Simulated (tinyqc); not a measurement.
Thermal stress, cracking, delamination and buckling of a thin film; Griffith cracks and misfitting inclusions: one step, computed by the program tinyqc.

Isotropic linear elasticity; the substrate is much thicker than the film; stress is positive in tension.

Problem. A misfitting inclusion. Film material fills a long cylinder of radius R in the substrate, with the misfit e = thermal strain (it wants to shrink if e > 0). With the axial strain held by the substrate, s0 = (1 + nu) e/[(1 + nu)(1 - 2 nu)/E + (1 + nu_s)/E_s]; inside s_rr = s_tt = s0 and s_zz = E e + 2 nu s0; outside s_rr = s0 (R/r)^2, s_tt = -s_rr. Keep-out radius: where |s_rr| falls to 10 MPa (R if it is lower at the wall).

Inputs (values chosen for the exercise, modelled on a silicon dioxide film on silicon):

| quantity | value | unit |
|---|---|---|
| film Young's modulus E | 68.7 | GPa |
| film Poisson ratio nu | 0.17 | - |
| deposition temperature T_d | 600 | K |
| final temperature T | 300 | K |
| substrate Young's modulus E_s | 154 | GPa |
| substrate Poisson ratio nu_s | 0.2 | - |
| inclusion radius R | 0.27 | micrometre |

Inclusion: long cylinder (a filled via).

thermal strain = -8.526000e-04

Give: radial stress at the wall s0; mean stress inside; keep-out radius.

Solution.

radial stress at the wall s0 = -52.41 MPa

mean stress inside = -60.41 MPa

keep-out radius = 0.6181 micrometre

The stress does not depend on R; its reach scales with R.
